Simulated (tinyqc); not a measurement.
Inside a calculation. Method: FCI on RHF in the sto-6g basis, for H3+, spin multiplicity 1. Computed by tinyqc, a small Python program that keeps every step (integrals from PySCF). Settings: charge = 1, multiplicity = 1, basis = sto-6g, method = RHF, energy threshold = 1e-10, iteration cap = 56, orthogonalisation = canonical, start = core, DIIS depth = 6, ci = FCI, davidson = 1. Command: `OMP_NUM_THREADS=1 python tinyqc.py 22621 22622 out.jsonl` (the two numbers bound the seeds that draw the settings). One thread of a shared host (Intel(R) Xeon(R) Processor @ 2.60GHz), about 0.1 s of CPU time with the checks. The early iterations of the SCF are left out here.

## One-electron integrals

Geometry (angstrom):
```
atom         x         y          z
H     0.000000  0.000000   0.000000
H     0.000000  0.000000   0.999000
H     0.000000  0.000000  -0.999000
```

Basis sto-6g: exponents (1/bohr^2) and contraction coefficients of normalised primitives:
```
element  l (shell)   exponent  coefficient
H            s (1)  35.523221     0.009164
H            s (1)   6.513144     0.049361
H            s (1)   1.822143     0.168538
H            s (1)   0.625955     0.370563
H            s (1)   0.243077     0.416492
H            s (1)   0.100112     0.130334
```

Overlap, kinetic and nuclear-attraction integrals over the contracted functions; the nuclear repulsion is the sum of Za Zb / Rab.

nuclear repulsion = 1.32426729 hartree

overlap S:
```
          1H 1s     2H 1s     3H 1s
1H 1s  1.000000  0.497323  0.497323
2H 1s  0.497323  1.000000  0.120288
3H 1s  0.497323  0.120288  1.000000
```

kinetic energy T (hartree):
```
          1H 1s      2H 1s      3H 1s
1H 1s  0.768522   0.112080   0.112080
2H 1s  0.112080   0.768522  -0.011590
3H 1s  0.112080  -0.011590   0.768522
```

nuclear attraction V (hartree):
```
           1H 1s      2H 1s      3H 1s
1H 1s  -2.266201  -0.975658  -0.975658
2H 1s  -0.975658  -2.017606  -0.216412
3H 1s  -0.975658  -0.216412  -2.017606
```

core Hamiltonian H = T + V (hartree):
```
           1H 1s      2H 1s      3H 1s
1H 1s  -1.497679  -0.863578  -0.863578
2H 1s  -0.863578  -1.249083  -0.228003
3H 1s  -0.863578  -0.228003  -1.249083
```

## Two-electron integrals

Functions are numbered as in S; the eight-fold symmetry (ij|kl) = (ji|kl) = (kl|ij) leaves the list below.

Two-electron integrals (ij|kl) in chemists' order, unique and non-zero (hartree):
```
(11|11) 0.774999   (21|11) 0.309922   (21|21) 0.158339   (22|11) 0.478356
(22|21) 0.309922   (22|22) 0.774999   (31|11) 0.309922   (31|21) 0.115648
(31|22) 0.173859   (31|31) 0.158339   (32|11) 0.070826   (32|21) 0.031626
(32|22) 0.055966   (32|31) 0.031626   (32|32) 0.007353   (33|11) 0.478356
(33|21) 0.173859   (33|22) 0.263922   (33|31) 0.309922   (33|32) 0.055966
(33|33) 0.774999
```

## Orthogonalisation

S = U s U^T; canonical form X = U s^(-1/2), so that X^T S X = 1. Each column of U has its largest component positive (the first on a tie).

eigenvalues of S: 0.354256  0.879712  1.766031

X:
```
               1          2         3
1H 1s   1.237604   0.000000  0.508918
2H 1s  -0.803477   0.753902  0.391946
3H 1s  -0.803477  -0.753902  0.391946
```

## Iteration 9 (converged): orbitals

converged F (hartree):
```
           1H 1s      2H 1s      3H 1s
1H 1s  -0.793258  -0.639561  -0.639561
2H 1s  -0.639561  -0.562523  -0.265919
3H 1s  -0.639561  -0.265919  -0.562523
```

Diagonalise F' = X^T F X, C = X C', fill 1 alpha and 1 beta electrons from the bottom; D = 2 C_occ C_occ^T. Each column has its largest component positive (the first on a tie).

F' = X^T F X (hartree):
```
           1          2          3
1   0.259235   0.000000  -0.075270
2   0.000000  -0.337160   0.000000
3  -0.075270   0.000000  -0.970275
```

orbital energies (hartree): MO1 -0.974866, MO2 -0.337160, MO3 0.263826

coefficients C:
```
            MO1        MO2        MO3
1H 1s  0.583318   0.000000   1.204326
2H 1s  0.342304   0.753902  -0.825848
3H 1s  0.342304  -0.753902  -0.825848
```

D after iteration 9:
```
          1H 1s     2H 1s     3H 1s
1H 1s  0.680520  0.399345  0.399345
2H 1s  0.399345  0.234345  0.234345
3H 1s  0.399345  0.234345  0.234345
```

## Convergence

Stop when the energy changes by less than 1e-10 hartree and every element of the error matrix X^T (F D S - S D F) X is below 3e-06.

Course of the cycle:
```
iteration  E (hartree)     change  largest element of the error matrix
1          -1.16570744          -                             2.51e-01
2          -1.19549269  -2.98e-02                             3.53e-02
3          -1.19607697  -5.84e-04                             1.07e-04
4          -1.19607697  -4.40e-09                             4.47e-05
5          -1.19607697  -5.61e-10                             2.83e-05
6          -1.19607697  -1.74e-10                             2.07e-05
7          -1.19607697  -7.56e-11                             1.63e-05
8          -1.19607697  -1.24e-10                             1.24e-08
9          -1.19607697   4.44e-16                             1.23e-11
```

PySCF RHF in the same basis = -1.19607697 hartree

Converged in 9 iterations.

## Integrals over molecular orbitals

(pq|rs) = sum C_ip C_jq C_kr C_ls (ij|kl), one index at a time.

one-electron integrals over orbitals h = C^T H C (hartree):
```
           1          2          3
1  -1.545479   0.000000  -0.096995
2   0.000000  -1.160699   0.000000
3  -0.096995   0.000000  -0.751428
```

Two-electron integrals over orbitals (pq|rs), unique and non-zero (hartree):
```
(11|11) 0.570613    (21|21) 0.146350    (22|11) 0.484944    (22|22) 0.536097
(31|11) 0.096995    (31|22) -0.036905   (31|31) 0.135512    (32|21) -0.140888
(32|32) 0.158951    (33|11) 0.575383    (33|22) 0.515073    (33|31) 0.083426
(33|33) 0.614867
```

## FCI: determinants and Hamiltonian

Hartree-Fock energy = -1.19607697 hartree

Slater-Condon rules over spin orbitals, with the nuclear repulsion added and E(HF) subtracted on the diagonal. Only determinants linked to the reference directly or through others are kept (one block of an abelian symmetry group), so some states are absent.

Occupation strings over the orbitals (2 doubly, a alpha, b beta, 0 empty; spin orbitals ordered 1a 1b 2a 2b ...): 200 a0b b0a 020 002

H - E(HF) between determinants (hartree):
```
          200        a0b        b0a        020        002
200  0.000000   0.000000   0.000000   0.146350   0.135512
a0b  0.000000   0.798821  -0.135512  -0.140888  -0.013569
b0a  0.000000  -0.135512   0.798821   0.140888   0.013569
020  0.146350  -0.140888   0.140888   0.735044   0.158951
002  0.135512  -0.013569   0.013569   0.158951   1.632355
```

## FCI: roots

Diagonalise (each vector has its largest component positive (the first on a tie)); all determinants have Ms = 0, so triplets appear too. The lowest singlet root is the correlation energy.

lowest roots of this matrix, relative to E(HF) (hartree): -0.036006  0.614893  0.663309  1.043816  1.679029

lowest vectors:
```
        root 1     root 2    root 3     root 4
200   0.980309   0.166544  0.000000  -0.046158
a0b  -0.027475   0.360753  0.707107   0.605078
b0a   0.027475  -0.360753  0.707107  -0.605078
020  -0.183201   0.831670  0.000000  -0.486570
002  -0.062618  -0.142486  0.000000   0.169940
```

<S^2> of these roots: 0.000000  0.000000  2.000000  0.000000  0.000000

weight of the ground state by excitation level 0, 1, 2, ...: 0.961007  0.001510  0.037484
